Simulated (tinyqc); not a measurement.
Crystallisation kinetics and data retention of a phase-change cell: retention against temperature.

Johnson-Mehl-Avrami-Kolmogorov law X = 1 - exp(-y^n), y = integral of k dt, k = (1/100 s) exp[-(Ec q/kB)(1/T - 1/T1)].

At fixed T the state fails at t = (-ln(1 - Xf))^(1/n)/k; ten years are 3.15576e8 s.

Values chosen for this exercise; values of the order of Ge-Sb-Te and related chalcogenides: activation energy of crystallisation Ec = 3.13 eV; temperature at which the rate k is 1/(100 s) T1 = 468 K; Avrami exponent n = 4; crystalline share at which the state is lost Xf = 0.2.

Constants: q = 1.602176634e-19 C, kB = 1.380649e-23 J/K. Results are converted to the units shown.

Retention against temperature:
```
T (K)	k (1/s)	time to fail (s)
366	4.041e-12	1.701e11
381	2.011e-10	3.419e9
396	7.440e-9	9.237e7
412	2.622e-7	2.622e6
427	5.802e-6	1.185e5
442	1.041e-4	6605
457	0.001544	445.1
473	0.02271	30.26
488	0.2407	2.856
```

The time to fail falls from 1.70e11 to 2.86 s, a decade every 8.84 K at the cold end; ten years need T below 390.8 K.

Range of the model: One Arrhenius rate is assumed; incubation, growth from the boundary and the non-Arrhenius kinetics of the supercooled liquid are left out.

Program tinyqc, `OMP_NUM_THREADS=1 python tinyqc.py 2490036 2490037 out.jsonl`; Intel Xeon 2.30GHz, shared host, one thread, about 0.04 s.
